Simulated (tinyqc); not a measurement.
Hubbard ring of 6 sites, step by step. Computed by tinyqc, a small Python program that keeps every step. Settings: hopping = 0.72, U = 1.5, mixing = 0.5, iteration cap = 61. Command: `OMP_NUM_THREADS=1 python tinyqc.py 29719 29720 out.jsonl` (the two numbers bound the seeds that draw the settings). One thread of a shared host (Intel(R) Xeon(R) Processor @ 2.60GHz), about 0.2 s of CPU time with the checks. Later iterations appear only in the table of the cycle.

## Mean-field iteration 1

one-body matrix (hopping and site energies) (eV):
```
           1          2          3          4          5          6
1   0.000000  -0.720000   0.000000   0.000000   0.000000  -0.720000
2  -0.720000   0.000000  -0.720000   0.000000   0.000000   0.000000
3   0.000000  -0.720000   0.000000  -0.720000   0.000000   0.000000
4   0.000000   0.000000  -0.720000   0.000000  -0.720000   0.000000
5   0.000000   0.000000   0.000000  -0.720000   0.000000  -0.720000
6  -0.720000   0.000000   0.000000   0.000000  -0.720000   0.000000
```

U = 1.500000 eV

electrons, up and down: 3  3

mixing = 0.500000

n(up) at the start (a guess, not normalised): 1 0.550000, 2 0.450000, 3 0.550000, 4 0.450000, 5 0.550000, 6 0.450000

n(down) at the start (a guess): 1 0.450000, 2 0.550000, 3 0.450000, 4 0.550000, 5 0.450000, 6 0.550000

H(up) = T + U n(down), H(down) = T + U n(up); fill the lowest levels; n(new) = n + mixing (n(out) - n); E = tr T (rho up + rho down) + U sum n_up n_down of the output.

levels, up (eV): -0.691952  0.026104  0.026104  1.473896  1.473896  2.191952

levels, down (eV): -0.691952  0.026104  0.026104  1.473896  1.473896  2.191952

energy = -3.507402 eV

n(up) after iteration 1: 1 0.546602, 2 0.453398, 3 0.546602, 4 0.453398, 5 0.546602, 6 0.453398

n(down) after iteration 1: 1 0.453398, 2 0.546602, 3 0.453398, 4 0.546602, 5 0.453398, 6 0.546602

## Mean-field iteration 2

As before.

levels, up (eV): -0.691696  0.026615  0.026615  1.473385  1.473385  2.191696

levels, down (eV): -0.691696  0.026615  0.026615  1.473385  1.473385  2.191696

energy = -3.507746 eV

n(up) after iteration 2: 1 0.543447, 2 0.456553, 3 0.543447, 4 0.456553, 5 0.543447, 6 0.456553

n(down) after iteration 2: 1 0.456553, 2 0.543447, 3 0.456553, 4 0.543447, 5 0.456553, 6 0.543447

## Convergence

Each step fills the lowest levels of T + U n(other spin) and sets n(new) = n + mixing (n(out) - n); stop when output and input agree to 1e-8.

Course of the cycle:

| iteration | E (eV) | largest \|n(out) - n(in)\| | mean \|n_up - n_down\| |
|---|---|---|---|
| 1 | -3.50740210 | 6.80e-03 | 0.086408 |
| 2 | -3.50774554 | 6.31e-03 | 0.080584 |
| 3 | -3.50804222 | 5.86e-03 | 0.075168 |
| 4 | -3.50829885 | 5.45e-03 | 0.070128 |
| 5 | -3.50852107 | 5.07e-03 | 0.065435 |
| 6 | -3.50871368 | 4.72e-03 | 0.061064 |
| 7 | -3.50888077 | 4.40e-03 | 0.056992 |
| 8 | -3.50902582 | 4.10e-03 | 0.053197 |
| 9 | -3.50915182 | 3.82e-03 | 0.049658 |
| 10 | -3.50926133 | 3.56e-03 | 0.046359 |
| 11 | -3.50935656 | 3.32e-03 | 0.043281 |
| ... | ... | ... | ... |
| 51 | -3.50999729 | 2.14e-04 | 0.002814 |
| 52 | -3.50999764 | 2.00e-04 | 0.002629 |
| 53 | -3.50999794 | 1.87e-04 | 0.002455 |
| 54 | -3.50999820 | 1.74e-04 | 0.002293 |
| 55 | -3.50999843 | 1.63e-04 | 0.002142 |
| 56 | -3.50999863 | 1.52e-04 | 0.002001 |
| 57 | -3.50999881 | 1.42e-04 | 0.001869 |
| 58 | -3.50999896 | 1.33e-04 | 0.001745 |
| 59 | -3.50999909 | 1.24e-04 | 0.001630 |
| 60 | -3.50999921 | 1.16e-04 | 0.001523 |
| 61 | -3.50999931 | 1.08e-04 | 0.001422 |

Not converged within 61 iterations: the residual falls steadily but slowly, by a factor of about 0.93 a step. The lowest mean-field energy found from random starts is -3.51000 eV. Reruns (cap 100 unless said): mixing 0.2: not converged; mixing 0.9: not converged; the original settings with a cap of 400: converged in 198 (E = -3.51000).

## Exact diagonalisation (400 states)

Lowest levels of the sector, and the double occupancy of the lowest state.

lowest levels (eV): -3.830257  -2.904543  -2.651821  -2.651821  -2.638966  -2.219304

double occupancy per site = 0.177803

## The lowest level by Lanczos steps

From a random start vector (not printed): a_j = <q_j|H|q_j>, b_j = norm of the remainder after orthogonalising; the Ritz value is the lowest eigenvalue of the tridiagonal matrix of a and b so far.

Lanczos:

| j | a_j (eV) | b_j (eV) | lowest Ritz value (eV) |
|---|---|---|---|
| 1 | 0.354895 | 3.232470 | 0.35489473 |
| 2 | 0.493603 | 3.009315 | -2.80896516 |
| 3 | 2.729301 | 2.966869 | -3.58903525 |
| 4 | 3.123832 | 2.797808 | -3.77177512 |
| 5 | 2.920020 | 2.880364 | -3.81547267 |
| 6 | 3.609467 | 2.754533 | -3.82646685 |
| 7 | 2.685287 | 2.561657 | -3.82912946 |
| 8 | 2.227000 | 2.913195 | -3.82982152 |
| 9 | 2.171039 | 2.672105 | -3.83010978 |
| 10 | 2.641038 | 2.656855 | -3.83021126 |
